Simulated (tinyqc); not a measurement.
Mobility of a non-polar semiconductor in the relaxation-time approximation: one step, computed by the program tinyqc.

Each valley is treated as a sphere of mass m_d for states and rates, with one isotropic relaxation time; the conductivity mass m_c sets the current.

Task: Masses. m_d = (m_l m_t^2)^(1/3); 1/m_c = (1/m_l + 2/m_t)/3; Hall mass factor A = 3 K_m (K_m + 2)/(2 K_m + 1)^2, K_m = m_l/m_t; N_I = n (1 + C)/(1 - C).

Inputs (values chosen for the exercise, modelled on electrons in diamond):

| quantity | value | unit |
|---|---|---|
| longitudinal mass m_l | 1.47 | m_0 |
| transverse mass m_t | 0.273 | m_0 |
| carrier density n | 2.5e+16 | 1/cm^3 |
| compensation ratio C | 0 | - |

Band: parabolic. Impurity formula: Brooks-Herring. Further scattering: none.

Give: density-of-states mass m_d; conductivity mass m_c; Hall mass factor A; ionised impurity density N_I.

Result:

density-of-states mass m_d = 0.4785 m_0

conductivity mass m_c = 0.3747 m_0

Hall mass factor A = 0.8612

ionised impurity density N_I = 2.50e+16 1/cm^3
